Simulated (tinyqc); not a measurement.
# Lossy on-chip transmission line with skin effect: what changes with what

A uniform line in a homogeneous dielectric: c = sqrt(er)/(c0 Z0), l = Z0 sqrt(er)/c0 (c0 = 299792458 m/s), g = w c td, w = 2 pi f. The resistance joins its limits as r = sqrt(r_dc^2 + r_hf^2), with r_dc = rho/(wd th), r_hf = kr rho/(2 delta (wd + th)), delta = sqrt(rho/(pi f mu0)), mu0 = 4 pi 1e-7 H/m; this is an interpolation, and internal inductance, up to 0.05 nH/mm at low frequency, is neglected.

Inputs (values chosen for the exercise): width of the strip wd = 0.63 um; thickness of the strip th = 0.63 um; resistivity rho = 2 uohm cm; relative permittivity er = 4.2; loss tangent td = 0; lossless impedance sqrt(l/c) Z0 = 50 ohm; factor for crowding and the return path kr = 2; length len = 0.69 mm; source resistance Rg = 50 ohm; load resistance RL = 50 ohm; load capacitance CL = 300 fF; frequency f = 2.3 GHz.

Each table varies one quantity; the others keep the values above.

## Line properties against frequency

gamma = sqrt((r + i w l)(g + i w c)) = alpha + i beta, Zc = sqrt((r + i w l)/(g + i w c)), roots with positive real part; loss 8.685889638 alpha in dB; phase velocity w/beta. ZL = 1/(1/RL + i w CL); reflection (ZL - Zc)/(ZL + Zc); Zin = Zc (ZL + Zc tanh(gamma len))/(Zc + ZL tanh(gamma len)); H = V_load/V_source = [Zin/(Zin + Rg)]/[cosh(gamma len) + (Zc/ZL) sinh(gamma len)].

Line properties against frequency:
```
f (GHz)	r (ohm/mm)	r/(w l)	loss (dB/mm)	|Zc| (ohm)	phase velocity over c0	length in wavelengths	|H| (dB)
0.01	50.395	2346.6	0.12776	2422.1	0.014242	0.0016160	-8.6127
0.03	50.405	782.35	0.22122	1398.5	0.024655	0.0028005	-8.6131
0.09	50.435	260.94	0.38279	807.68	0.042637	0.0048583	-8.6146
0.3	50.538	78.442	0.69648	442.85	0.077419	0.0089187	-8.6206
0.8	50.784	29.558	1.1282	271.92	0.12480	0.014754	-8.6416
2	51.368	11.959	1.7500	173.21	0.19138	0.024052	-8.7286
7	53.734	3.5743	3.0408	96.328	0.31791	0.050678	-9.5837
20	59.446	1.3840	4.4378	65.335	0.41938	0.10976	-13.266
60	74.318	0.57675	6.2196	53.722	0.47014	0.29373	-20.388
```

What does the comparison show?

r equals w l at 29.5 GHz: below it |Zc| and the delay grow as in an RC line, above it |Zc| tends to Z0 = 50 ohm and the velocity to 1/sqrt(er) = 0.488 c0. The loss goes as f^(0.50) between the first two rows and f^(0.31) between the last two. |H| is -8.61 dB in the first row and -20.4 dB in the last; between rows it can pass through resonances that the table doesn't show.

## Effect of the width of the strip

Same model as above.

Z0 is held fixed by scaling the dielectric height.

Effect of the width of the strip:
```
wd (um)	r (ohm/mm)	r/(w l)	loss (dB/mm)	|Zc| (ohm)	phase velocity over c0	length in wavelengths	|H| (dB)
0.16	199.1	40.32	3.805	317.5	0.1073	0.04932	-13.69
0.25	127.9	25.89	3.029	254.5	0.1330	0.03980	-11.65
0.39	82.47	16.70	2.406	204.5	0.1639	0.03230	-10.05
0.61	53.17	10.76	1.900	164.4	0.2008	0.02636	-8.832
0.97	33.79	6.842	1.476	131.5	0.2453	0.02158	-7.924
1.5	22.09	4.472	1.148	107.0	0.2921	0.01813	-7.326
2.4	13.96	2.825	0.8574	86.56	0.3452	0.01534	-6.884
3.8	8.891	1.800	0.6244	71.75	0.3945	0.01342	-6.598
```

As wd goes from 0.16 to 3.8, the loss falls from 3.81 to 0.624 dB/mm, |Zc| falls from 318 to 71.7 ohm and |H| goes from -13.7 to -6.60 dB, with its highest value among the rows, -6.60 dB, at wd = 3.8.

Program tinyqc, `OMP_NUM_THREADS=1 python tinyqc.py 2810225 2810226 out.jsonl`; Intel Xeon 2.30GHz, shared host, one thread, about 0.01 s.
